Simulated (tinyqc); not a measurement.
What moves the results: exchange-split free-electron bands and tunnelling magnetoresistance. A value that a table varies takes the place of the one given here.

Majority and minority bands E = c k^2/m -/+ Dx/2, c = hbar^2/2m0, so k_up = sqrt(m (EF + Dx/2)/c), k_dn = sqrt(m (EF - Dx/2)/c); n_s = k_s^3/(6 pi^2), D_s = m k_s/(4 pi^2 c).

Barrier: kappa = sqrt(mb phi/c), c = hbar^2/2m0. With a = k1/m, b = k2/m, w = kappa/mb, the transmission at normal incidence is T(k1, k2) = 4 a b w^2/[w^2 (a + b)^2 + (w^2 + a^2)(w^2 + b^2) sinh^2(kappa d)]. Parallel: G_P = T(up, up) + T(dn, dn); antiparallel: G_AP = 2 T(up, dn); TMR = (G_P - G_AP)/G_AP. Julliere: TMR = 2 P^2/(1 - P^2). Slonczewski factor: P_eff = P_k (w^2 - a_up a_dn)/(w^2 + a_up a_dn), P_k = (k_up - k_dn)/(k_up + k_dn).

Constants: hbar^2/2m0 = 3.80998211 eV angstrom^2.

Parameters, chosen for this exercise: EF = 2.1 eV (Fermi energy above the mean band bottom); Dx = 2.15 eV (exchange splitting); m = 1.13 m0 (mass in the electrodes); mb = 0.37 m0 (mass in the barrier); d = 16.6 angstrom (barrier thickness); phi = 2.47 eV (barrier height above EF).

## Barrier height

Results:

| phi (eV) | w (1/angstrom) | P_eff | TMR (%) | G_P |
|---|---|---|---|---|
| 0.20 | 0.377 | -0.1361 | 3.69 | 0.0572 |
| 0.40 | 0.533 | -0.0530 | 0.60 | 0.0103 |
| 0.70 | 0.705 | 0.0233 | 0.11 | 0.00128 |
| 1.0 | 0.842 | 0.0709 | 1.01 | 0.000225 |
| 1.5 | 1.032 | 0.1198 | 2.91 | 1.97e-05 |
| 2.0 | 1.191 | 0.1498 | 4.59 | 2.46e-06 |
| 3.0 | 1.459 | 0.1848 | 7.07 | 7.43e-08 |
| 4.0 | 1.684 | 0.2045 | 8.73 | 3.88e-09 |
| 6.0 | 2.063 | 0.2260 | 10.77 | 2.78e-11 |
| 10 | 2.663 | 0.2446 | 12.73 | 1.15e-14 |

How do the results move?

P_eff vanishes where w^2 = a_up a_dn, at phi = 0.59 eV, inside the table; the lowest TMR listed is 0.11 % at 0.7 eV. TMR is 3.7 % at the lowest barrier and 12.7 % at the highest, against 16.4 % for Julliere with P_k; P_eff tends to +P_k for very high barriers and to -P_k for very low ones. G_P falls by 12.7 decades.

## Barrier thickness

Results:

| d (angstrom) | kappa d | G_P | G_AP | TMR (%) |
|---|---|---|---|---|
| 1 | 0.490 | 1.38 | 1.32 | 4.98 |
| 2 | 0.980 | 0.633 | 0.608 | 4.08 |
| 3 | 1.469 | 0.255 | 0.243 | 4.89 |
| 4 | 1.959 | 0.0983 | 0.0932 | 5.46 |
| 6 | 2.939 | 0.0140 | 0.0133 | 5.82 |
| 8 | 3.918 | 0.00198 | 0.00187 | 5.88 |
| 10 | 4.898 | 0.000280 | 0.000264 | 5.88 |
| 13 | 6.367 | 1.48e-05 | 1.40e-05 | 5.89 |
| 16 | 7.836 | 7.84e-07 | 7.40e-07 | 5.89 |
| 20 | 9.795 | 1.56e-08 | 1.47e-08 | 5.89 |

How do the results move?

For thick barriers each angstrom costs a factor exp(2 kappa) = 2.66 in both conductances, and TMR settles at 5.89 % (the interface factor, which vanishes at (kappa/mb)^2 = k_up k_dn/m^2, reduces it below the value from the polarisation of k alone); it is within 0.1 point of that from d = 6 angstrom on. At 1 angstrom it is 4.98 %, where the barrier is thin and the mismatch of k_up and k_dn starts to rule, as it does fully for d -> 0.

## Exchange splitting

Dx takes the listed multiples of 2 EF.

Results:

| Dx/(2 EF) | k_up | k_dn | P_k | P_eff | TMR (%) |
|---|---|---|---|---|---|
| 0.10 | 0.8277 | 0.7487 | 0.0501 | 0.0284 | 0.16 |
| 0.20 | 0.8645 | 0.7059 | 0.1010 | 0.0577 | 0.67 |
| 0.35 | 0.9170 | 0.6363 | 0.1807 | 0.1060 | 2.27 |
| 0.50 | 0.9666 | 0.5580 | 0.2679 | 0.1638 | 5.52 |
| 0.65 | 1.0137 | 0.4669 | 0.3693 | 0.2404 | 12.26 |
| 0.80 | 1.0588 | 0.3529 | 0.5000 | 0.3569 | 29.19 |
| 0.90 | 1.0878 | 0.2496 | 0.6268 | 0.4911 | 63.58 |
| 0.97 | 1.1077 | 0.1367 | 0.7803 | 0.6814 | 173.33 |

What does this show?

P_k rises from 0.050 to 0.780, and TMR goes from 0.16 % to 173.3 %, steadily. At Dx = 2 EF the minority band is empty (a half metal) and G_AP vanishes.

## What moves the magnetoresistance

All results formed anew. Each row changes one parameter from the base and keeps the others.

Results:

| case | P_k | P_eff | TMR (%) | G_P |
|---|---|---|---|---|
| base | 0.2754 | 0.1691 | 5.89 | 4.36e-07 |
| Dx = 2.257 eV | 0.2915 | 0.1807 | 6.75 | 4.32e-07 |
| EF = 2.31 eV | 0.2469 | 0.1416 | 4.09 | 4.65e-07 |
| phi = 3.211 eV | 0.2754 | 0.1898 | 7.47 | 3.84e-08 |
| mb = 0.296 m0 | 0.2754 | 0.1869 | 7.24 | 2.14e-06 |
| d = 18.6 angstrom | 0.2754 | 0.1691 | 5.89 | 6.14e-08 |
| m = 1.356 m0 | 0.2754 | 0.1838 | 7.00 | 3.94e-07 |

How do the results move?

The largest shifts from the base row, up to three for each result and ties (the steps differ in size, so this ranks the rows, not the parameters). P_k: EF -0.0285, Dx +0.0162; unchanged at the printed digits by phi, mb, d and m. P_eff: EF -0.0275, phi +0.0207, mb +0.0178; unchanged at the printed digits by d. TMR (%): EF -1.79, phi +1.59, mb +1.36; unchanged at the printed digits by d. G_P: mb +1.70e-06, phi -3.97e-07, d -3.74e-07.

Program tinyqc; command `OMP_NUM_THREADS=1 python tinyqc.py 1651563 1651564 out.jsonl`; about 0.01 s on one thread of a shared Intel(R) Xeon(R) Processor @ 2.30GHz.
